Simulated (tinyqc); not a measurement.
## One-dimensional ballistic tunnel FET, two-band WKB: effect of temperature

A p-type source for x < 0 with its Fermi level at 0 and its valence edge at ds; in the channel the bands fall as D exp(-x/lam) towards their flat values, with the conduction edge at Ec = ds - dP and D = dP + Eg. The gate moves dP one to one. The drain Fermi level lies at -Vd and the drain side reflects nothing. For w = E - Ec between 0 and dP an electron crosses the gap. Two-band dispersion with equal masses m: inside the gap kappa = sqrt(m u (1 - u/Eg)/C), u the distance from a band edge, C = hbar^2/(2 m0).

S(w) = 2 lam int_0^Eg kappa(u) du/(w + Eg - u) = 2 pi lam sqrt(m/(C Eg)) [w + Eg/2 - sqrt(w (w + Eg))], T(w) = exp(-S). I = g (2 q^2/h) int_0^dP T(w) [f(E) - f(E + Vd)] dw, E = ds - dP + w, f(x) = 1/(1 + exp(x/Vt)). Swing = d(dP)/d(log10 I).

Parameters, values chosen for the exercise; band and dielectric values close to those of indium arsenide:
- Eg = 0.347 eV (band gap)
- m = 0.025 m0 (band-edge mass of the two-band model)
- lam = 4.6 nm (screening length of the source junction)
- ds = 0.12 eV (source valence edge above the source Fermi level)
- Vd = 0.3 V (drain bias)
- g = 2 (number of degenerate subbands (spin apart))
- dP = 0.16 eV (tunnelling window Ev(source) - Ec(channel))

Constants: q = 1.602176634e-19 C, kB = 1.380649e-23 J/K, hbar = 1.054571817e-34 J s, h = 6.62607015e-34 J s, m0 = 9.1093837015e-31 kg, Vt = kB T/q, hbar^2/(2 m0) = 0.0380998212 eV nm^2. Results are converted to the units shown.

Effect of temperature:
```
T (K),I (uA),swing (mV/decade),Vt ln 10 (mV/decade)
77,0.09776,49.41,15.28
150,0.1225,59.34,29.76
200,0.1469,68.02,39.68
250,0.1758,77.16,49.61
300,0.2072,86.07,59.53
350,0.2395,94.33,69.45
400,0.2716,101.7,79.37
```

What does the table show?

I rises from 0.0978 to 0.272 uA, and the swing rises from 49.4 to 102 mV/decade, while the thermionic limit rises from 15.3 to 79.4 mV/decade. Gap and mass are held fixed. In every row S at w = dP is below 2, where a WKB prefactor of 1 is a rough guess.

Program tinyqc, `OMP_NUM_THREADS=1 python tinyqc.py 2620144 2620145 out.jsonl`; Intel Xeon 2.30GHz, shared host, one thread, about 0.01 s.
